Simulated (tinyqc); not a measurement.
Growing the shell: core-shell quantum dot (spherical envelope functions).

Parabolic bands; strain and other valleys are left out. s states, u = r psi, hard wall at R + H, c = hbar^2/2m0, energies from the band edges of the core. Core: u = sin(k1 r)/k1, k1 = sqrt(m1 E/c). At R, psi and psi'/m are continuous, so u is continuous and its slope in the shell is s = u/R + (m2/m1)(u' - u/R). Shell: u(R + x) = u(R) cos(k2 x) + s sin(k2 x)/k2, k2 = sqrt(m2 (E - V)/c); for negative arguments the functions turn into sinh and cosh. A level has u(R + H) = 0.

Overlap = (integral of u_e u_h)^2 with normalised u. Coulomb integrals J_ab = (q/eps) double integral of u_a(r)^2 u_b(s)^2/max(r, s), q = e^2/(4 pi eps0), one eps everywhere. Exciton E = Eg + E_e + E_h - J_eh; first-order biexciton shift J_ee + J_hh - 2 J_eh (positive: repulsive).

Constants: hbar^2/2m0 = 3.80998211 eV angstrom^2; e^2/(4 pi eps0) = 14.39964547 eV angstrom; hc = 1239.841984 eV nm.

Parameters, chosen for this exercise (near those of a GaAs/AlGaAs core-shell dot; shifted at random, so the results belong to these values and not to a real crystal):
- R = 13 angstrom (core radius)
- Vc = 0.239 eV (conduction edge of the shell above that of the core)
- Vv = 0.121 eV (hole barrier of the shell)
- me1 = 0.069 m0 (electron, core)
- me2 = 0.094 m0 (electron, shell)
- mh1 = 0.408 m0 (hole, core)
- mh2 = 0.453 m0 (hole, shell)
- Eg = 1.403 eV (gap of the core)
- eps = 11.3 (dielectric constant)
- Hs = (4, 7, 13, 21, 33, 38, 63) angstrom (shell thicknesses)

All quantities anew for each H.

Results:
```
H (angstrom)  E_e (eV)  E_h (eV)  electron in core  overlap  J_eh (meV)  E (eV)  biexciton shift (meV)
4               1.6066    0.3116             0.896    0.996       129.9   3.191                    0.3
7               1.1362    0.2396             0.749    0.994       112.8   2.666                    0.4
13              0.7286    0.1791             0.509    0.989        91.5   2.219                    0.6
21              0.5186    0.1507             0.317    0.980        73.7   1.999                    1.1
33              0.3934    0.1357             0.173    0.963        56.9   1.875                    1.8
38              0.3657    0.1327             0.138    0.956        51.9   1.850                    2.0
63              0.2984    0.1260             0.055    0.924        35.7   1.792                    2.8
```

How do the results move, and what explains it?

The line moves by -1399 meV: the electron gives -1308, the hole -186 and the weaker attraction +94 meV. Over the last step E_e moves by -67.2 meV and E_h by -6.7 meV; the electron level lies above the shell edge Vc, so at this thickness it still spreads with the shell; whether a thicker shell brings it below Vc depends on whether the core binds a level at all. The overlap goes from 0.996 to 0.924, which scales the radiative lifetime by 1.1 if the rate is proportional to it. Up to H = 63 angstrom E_e exceeds 0.15 Eg, where a parabolic band overstates it.

Run: tinyqc, `OMP_NUM_THREADS=1 python tinyqc.py 1252286 1252287 out.jsonl`; Intel(R) Xeon(R) Processor @ 2.30GHz, one thread, shared host; about 0.05 s of CPU time with all checks.
